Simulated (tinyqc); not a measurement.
Inside a calculation. Method: coherent transport through a tight-binding region between two chains. Computed by tinyqc, a small Python program that keeps every step. Settings: temperature = 300, mu = -0.37. Command: `OMP_NUM_THREADS=1 python tinyqc.py 21106 21107 out.jsonl` (the two numbers bound the seeds that draw the settings). One thread of a shared host (Intel(R) Xeon(R) Processor @ 2.60GHz), about 0.1 s of CPU time with the checks.

## Transmission at E = -0.46 eV

H of the central region (eV):
```
           1          2          3          4
1  -0.060000  -1.560000   0.000000   0.000000
2  -1.560000  -0.450000  -2.270000   0.000000
3   0.000000  -2.270000   0.890000  -2.270000
4   0.000000   0.000000  -2.270000   0.940000
```

Leads: semi-infinite chains with site energy 0:
```
parameter                           value
lead hopping t (eV)              2.890000
coupling to the left lead (eV)   1.360000
coupling to the right lead (eV)  0.890000
left contact site                       1
right contact site                      4
```

E = -0.460000 eV

Surface Green function g = (E - i sqrt(4 t^2 - E^2)) / (2 t^2); self-energy tc^2 g on each contact site; G = (E - H - Sigma)^(-1); Gamma = -2 Im Sigma; T = Gamma_L Gamma_R |G_LR|^2; local density of states -Im G_ii / pi.

g = -0.027538-0.344923i 1/eV

G (1/eV):
```
                     1                    2                    3                    4
1   0.489748-0.672049i   0.475774-0.350663i  -0.334471+0.460304i  -0.674688+0.624412i
2   0.475774-0.350663i  -0.036946-0.273034i   0.113402+0.239781i   0.104388+0.415635i
3  -0.334471+0.460304i   0.113402+0.239781i   0.230356-0.315276i   0.464122-0.427280i
4  -0.674688+0.624412i   0.104388+0.415635i   0.464122-0.427280i   0.171632-0.669745i
```

local density of states (1/eV): 0.213920  0.086910  0.100355  0.213186

transmission = 0.589207

## Transmission across the band

The same steps on a grid of energies.

T(E):
```
E (eV)              T
-5.49100000  0.000012
-4.94190000  0.000100
-4.39280000  0.000595
-3.84370000  0.004955
-3.29460000  0.236748
-2.74550000  0.083576
-2.19640000  0.054029
-1.64730000  0.094629
-1.09820000  0.345162
-0.54910000  0.670396
0.00000000   0.320774
0.54910000   0.320963
1.09820000   0.654608
1.64730000   0.257960
2.19640000   0.063166
2.74550000   0.029821
3.29460000   0.027356
3.84370000   0.132846
4.39280000   0.012570
4.94190000   0.000693
5.49100000   0.000055
```

levels of the isolated region (eV): -3.122481  -0.717620  1.204841  3.955261

## Current

I = (2e/h) int T(E) [f(E - mu - V/2) - f(E - mu + V/2)] dE at 300 K with mu = -0.37 eV, the bias not changing H; 2e^2/h = 77.48092 microsiemens; the integral runs over the band on 4001 points.

Current:
```
V (volt)  I (microampere)
0.010000         0.396247
0.050000         1.981819
0.100000         3.967255
0.200000         7.962288
0.400000        16.109547
0.800000        32.620136
```
